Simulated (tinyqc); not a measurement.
Worked calculation: empirical pseudopotential in a few plane waves. Computed by tinyqc, a small Python program that keeps every step. Settings: plane-wave index or count = 15. Command: `OMP_NUM_THREADS=1 python tinyqc.py 31606 31607 out.jsonl` (the two numbers bound the seeds that draw the settings). One thread of a shared host (Intel(R) Xeon(R) Processor @ 2.60GHz), about 0.2 s of CPU time with the checks.

## Bloch Hamiltonian at k

Parameters chosen for this model: fcc lattice, atoms at +/- a/8 (1,1,1); form factors in rydberg at |G|^2 in units of (2 pi/a)^2:
```
parameter                 value      unit
a                      6.040000  angstrom
VS(3)                 -0.223000        Ry
VS(8)                  0.050000        Ry
VS(11)                 0.075000        Ry
VA(3)                         0        Ry
VA(4)                         0        Ry
VA(11)                        0        Ry
hbar^2/2m (2 pi/a)^2   4.122957        eV
```

k point k (2 pi / a): [-0.040000, 0.020000, 0.390000]

Basis: the 15 shortest G (labels in 2 pi/a), the same at every k. H(G,G') = c |k + G|^2 delta + VS(|G-G'|^2) cos((G-G').tau) + i VA sin((G-G').tau), tau = a/8 (1,1,1); 1 Ry = 13.605693 eV.

H(k) at k (eV):
```
           +0+0+0     -1-1-1     -1-1+1     -1+1-1     -1+1+1     +1-1-1     +1-1+1     +1+1-1
+0+0+0   0.635348   2.145411  -2.145411  -2.145411  -2.145411  -2.145411  -2.145411  -2.145411
-1-1-1   2.145411   9.953230   0.000000   0.000000  -0.680285   0.000000  -0.680285  -0.680285
-1-1+1  -2.145411   0.000000  16.385043   0.680285   0.000000   0.680285   0.000000   0.000000
-1+1-1  -2.145411   0.000000   0.680285  10.283067   0.000000   0.680285   0.000000   0.000000
-1+1+1  -2.145411  -0.680285   0.000000   0.000000  16.714879   0.000000   0.680285   0.680285
+1-1-1  -2.145411   0.000000   0.680285   0.680285   0.000000   9.293557   0.000000   0.000000
+1-1+1  -2.145411  -0.680285   0.000000   0.000000   0.680285   0.000000  15.725369   0.680285
+1+1-1  -2.145411  -0.680285   0.000000   0.000000   0.680285   0.000000   0.680285   9.623393
+1+1+1   2.145411   0.000000  -0.680285  -0.680285   0.000000  -0.680285   0.000000   0.000000
-2+0+0   0.000000  -2.145411  -2.145411  -2.145411   2.145411   0.721551  -0.721551  -0.721551
+0-2+0   0.000000  -2.145411  -2.145411   0.721551  -0.721551  -2.145411   2.145411  -0.721551
+0+0-2   0.000000  -2.145411   0.721551  -2.145411  -0.721551  -2.145411  -0.721551   2.145411
+0+0+2   0.000000  -0.721551   2.145411  -0.721551  -2.145411  -0.721551  -2.145411   0.721551
+0+2+0   0.000000  -0.721551  -0.721551   2.145411  -2.145411  -0.721551   0.721551  -2.145411
+2+0+0   0.000000  -0.721551  -0.721551  -0.721551   0.721551   2.145411  -2.145411  -2.145411

           +1+1+1     -2+0+0     +0-2+0     +0+0-2     +0+0+2     +0+2+0     +2+0+0
+0+0+0   2.145411   0.000000   0.000000   0.000000   0.000000   0.000000   0.000000
-1-1-1   0.000000  -2.145411  -2.145411  -2.145411  -0.721551  -0.721551  -0.721551
-1-1+1  -0.680285  -2.145411  -2.145411   0.721551   2.145411  -0.721551  -0.721551
-1+1-1  -0.680285  -2.145411   0.721551  -2.145411  -0.721551   2.145411  -0.721551
-1+1+1   0.000000   2.145411  -0.721551  -0.721551  -2.145411  -2.145411   0.721551
+1-1-1  -0.680285   0.721551  -2.145411  -2.145411  -0.721551  -0.721551   2.145411
+1-1+1   0.000000  -0.721551   2.145411  -0.721551  -2.145411   0.721551  -2.145411
+1+1-1   0.000000  -0.721551  -0.721551   2.145411   0.721551  -2.145411  -2.145411
+1+1+1  16.055206  -0.721551  -0.721551  -0.721551  -2.145411  -2.145411  -2.145411
-2+0+0  -0.721551  17.786848   0.680285   0.680285  -0.680285  -0.680285   0.000000
+0-2+0  -0.721551   0.680285  16.797338   0.680285  -0.680285   0.000000  -0.680285
+0+0-2  -0.721551   0.680285   0.680285  10.695362   0.000000  -0.680285  -0.680285
+0+0+2  -2.145411  -0.680285  -0.680285   0.000000  23.558987   0.680285   0.680285
+0+2+0  -2.145411  -0.680285   0.000000  -0.680285   0.680285  17.457011   0.680285
+2+0+0  -2.145411   0.000000  -0.680285  -0.680285   0.680285   0.680285  16.467502
```

## Levels at k

Diagonalise the Hermitian matrix.

eigenvalues (eV): [-1.671097, 5.661338, 7.061849, 7.083997, 10.992849, 12.586063, 13.341241, 13.357461, 14.923397, 15.763558, 18.712857, 20.317952, 21.341637, 21.478799, 26.480240]

## Bands along a path

The same steps at evenly spaced points between the labelled ones.

Bands along the path (eV), lowest eight:
```
k            band 1    band 2    band 3    band 4     band 5     band 6     band 7     band 8
L         -0.215436  2.508488  7.218659  7.218659  10.676008  12.696556  12.696556  16.981560
L-G 0.33  -1.100274  3.822428  7.269838  7.269838  10.769147  12.548567  12.548567  16.067251
L-G 0.67  -1.922405  6.127443  7.620376  7.620376  11.227878  12.167741  12.167741  13.427967
G         -2.214923  7.873643  7.873643  7.873643  11.325334  11.688586  11.688586  11.688586
G-X 0.33  -1.822050  6.122659  7.228534  7.228534  11.101212  12.635994  12.976521  12.976521
G-X 0.67  -0.660362  3.619096  6.465430  6.465430  10.497321  11.433587  15.631396  15.631396
X          1.214431  1.417572  6.334500  6.334500  10.482987  10.728900  18.887237  18.887237
```

With 4 band(s) filled, the highest filled level on these points lies at G and the lowest empty one at X: a gap of 2.6093 eV, indirect. This holds for the small fixed basis; with all plane waves up to |k + G|^2 = 21 (2 pi/a)^2 the gap along the path is 2.25 eV.

## Convergence with the number of plane waves

Levels at G counted from the fourth one.

Levels (eV):
```
plane waves     level 1   level 5   level 8
9            -13.903509  0.000000  2.721139
15           -10.088565  3.451691  3.814943
27            -9.450591  3.737478  4.159649
51            -9.658463  3.863306  4.270120
59            -9.734541  3.651989  4.228410
65            -9.754338  3.593602  4.228410
89            -9.692479  3.645489  4.194084
```
